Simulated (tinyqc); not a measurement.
CMOS inverter, nodal equation and switching: two steps of the calculation.

An n-channel pull-down (bn, VTn) and a p-channel pull-up (bp, VTp) share the input Vin and the output node Vout, which carries the load C. Transistor (EKV form, voltages against the body): I = 2 n b Vt^2 [F(vp - Vs) - F(vp - Vd)] from drain to source, F(v) = ln^2(1 + exp(v/(2 Vt))), vp = (Vg - VT + sg |Vd - Vs|)/n. n-channel bodies are at 0; for the p-channel device all voltages are counted down from Vdd. b in uA/V^2 gives I in uA. Static: In = Ip. Transient: C dVout/dt = Ip - In. No velocity saturation, no gate capacitance beyond C.

Inputs (values chosen for the exercise):
```
symbol,value,unit,meaning
T,400,K,temperature
Vdd,0.75,V,supply voltage
n,1.32,,slope factor
sg,0.082,,drain-induced barrier lowering
VTn,0.27,V,n-channel threshold
VTp,0.45,V,p-channel threshold (magnitude)
bn,750,uA/V^2,gain factor of the pull-down transistor
bp,980,uA/V^2,gain factor of the pull-up transistor
C,0.49,fF,load capacitance
Vin,0.52,V,input voltage
dt,0.6,ps,time step
```

Constants: q = 1.602176634e-19 C, kB = 1.380649e-23 J/K, Vt = kB T/q. Results are converted to the units shown.

Question 1. Output voltage by Newton steps. f = In - Ip at (Vin, Vout); G = df/dVout by a central difference with +/- 1e-6 V; Vout(new) = Vout - f/G.

Vout at the start = 0.38 V

Find: In; Ip; G; Vout after iteration 1.

Answer 1.

In = 23.092 uA
Ip = 0.042262 uA
G = 13.225 uS
Vout after iteration 1 = -1.3629 V

This step lands outside the rails.

Question 2. One time step of the falling output. The input steps to Vdd at t = 0; I = In - Ip. Trapezoidal rule: V(new) = V - (dt/C)[I(V) + I(V(new))]/2, solved for V(new); 1 ps uA/fF = 1 mV.

Vout at t = 0 = 0.75 V

Find: I(V); I(V(new)); Vout after step 1.

Answer 2.

I(V) = 83.37 uA
I(V(new)) = 80.86 uA
Vout after step 1 = 0.6494 V

tinyqc, about 0.06 s, one thread, Intel Xeon 2.30GHz (shared host): `OMP_NUM_THREADS=1 python tinyqc.py 2340146 2340147 out.jsonl`
